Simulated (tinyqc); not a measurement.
A ladder of methods, and size consistency: correlation methods against full CI in the 6-311g basis, for H2, spin multiplicity 1. Computed by the program tinyqc with PySCF. 

Geometry (angstrom):
```
atom       x       y       z
H     0.0000  0.0000  0.0000
H     0.0000  0.0000  0.7690
```

RHF energy of one = -1.127114 hartree

All electrons correlated; +Q is the Davidson correction (1 - c0^2) E_corr. The last columns treat two copies 100 angstrom apart as one system. FCI is the lowest singlet.

Correlation energies (hartree):
```
method   E_corr of one  share of FCI (%)  E_corr of two at 100 angstrom  two minus twice one (mhartree)
MP2           -0.01813            69.488                       -0.03625                           0.000
CISD          -0.02609           100.000                       -0.05135                           0.818
CISD+Q        -0.02651           101.623                       -0.05294                           0.083
CCSD          -0.02609           100.000                       -0.05217                           0.000
CCSD(T)       -0.02609           100.000                       -0.05217                           0.000
FCI           -0.02609           100.000                              -                               -
```

MP2 recovers 69 %, CISD 100.0 % and CCSD 100.0 % of the FCI value (c0^2 = 0.984 in CISD). MP2 and coupled cluster are size consistent, so their last column vanishes; CISD loses 0.82 mhartree, since a double excitation on each copy is a quadruple of the pair, and the Davidson correction leaves +0.08. With two electrons, or one virtual orbital, CISD and CCSD are exact for one copy, so +Q overshoots there.
